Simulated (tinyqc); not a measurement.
Inside a calculation. Method: Pariser-Parr-Pople SCF with singles CI, for the molecule C=CC(=C)C=CCl (SMILES; centres numbered as the heavy atoms are written). One step of it, computed by the program tinyqc.

Problem. Singles CI, singlets. Over the 6 single excitations with the smallest orbital gaps: A = (e_a - e_i) delta + 2 (ia|jb) - (ij|ab), with (pq|rs) = sum c_mp c_mq gamma_mn c_nr c_ns. f = 2/3 w |mu|^2 in atomic units, mu = sqrt2 sum c_ia sum_m c_mi c_ma R_m.

orbital energies (eV): -18.038603  -14.841506  -12.256893  -10.686502  -1.978684  -0.390624  2.149185

coefficients:
```
          MO1        MO2        MO3        MO4        MO5        MO6        MO7
1C   0.005521   0.277766  -0.511338  -0.403045   0.441103  -0.484379   0.264024
2C   0.014219   0.445918  -0.492021  -0.240774  -0.279070   0.485711  -0.432554
3C   0.040079   0.602986   0.043638   0.359232  -0.370895  -0.006630   0.605180
4C   0.011029   0.360382   0.022790   0.615059   0.602611   0.025153  -0.356949
5C   0.101493   0.411027   0.512317  -0.277018  -0.216056  -0.502799  -0.426686
6C   0.238315   0.209906   0.454507  -0.426040   0.418554   0.519246   0.257400
7Cl  0.964855  -0.132409  -0.158048   0.118271  -0.070547  -0.079761  -0.034888
```

repulsion gamma_rs (eV), lower triangle:
```
            1C         2C         3C         4C         5C         6C        7Cl
1C   10.550000
2C    7.364855  10.550000
3C    5.175095   7.366273  10.550000
4C    3.648176   5.176094   7.365233  10.550000
5C    4.623098   5.176334   7.365463   5.175252  10.550000
6C    3.260584   3.648225   5.174729   4.622485   7.363771  10.550000
7Cl   2.767640   2.874155   3.680653   3.284211   5.268686   7.645388  12.290000
```

Centres (angstrom, eV; a flat drawing with bonds scaled to 1.40 angstrom):

| centre | x | y | core charge z | W | gamma_rr |
|---|---|---|---|---|---|
| 1C | 2.125000 | 1.416000 | 1 | 11.740000 | 10.550000 |
| 2C | 1.928000 | 0.030000 | 1 | 11.740000 | 10.550000 |
| 3C | 0.630000 | -0.493000 | 1 | 11.740000 | 10.550000 |
| 4C | 0.434000 | -1.879000 | 1 | 11.740000 | 10.550000 |
| 5C | -0.472000 | 0.370000 | 1 | 11.740000 | 10.550000 |
| 6C | -1.771000 | -0.153000 | 1 | 11.740000 | 10.550000 |
| 7Cl | -2.873000 | 0.709000 | 2 | 29.710000 | 12.290000 |

Give: singlet CI matrix; singlet excitation energies; oscillator strengths.

Solution.

singlet CI matrix (eV), lower triangle:
```
         4>5      3>5      4>6      3>6      4>7     2>5
4>5   4.4716
3>5   0.1926   5.5203
4>6  -0.2132   0.2170   5.5218
3>6   0.3982   0.0933  -0.0447   6.9549
4>7   0.1830  -0.1741   0.0175   0.1192   7.5699
2>5  -0.1903   0.0272  -0.1733  -0.1274  -0.2541  7.6012
```

singlet excitation energies (eV): 4.3116  5.3589  5.7234  6.9858  7.3453  7.9145

oscillator strengths: 0.4714  0.8777  0.0013  0.1654  0.0028  0.1636
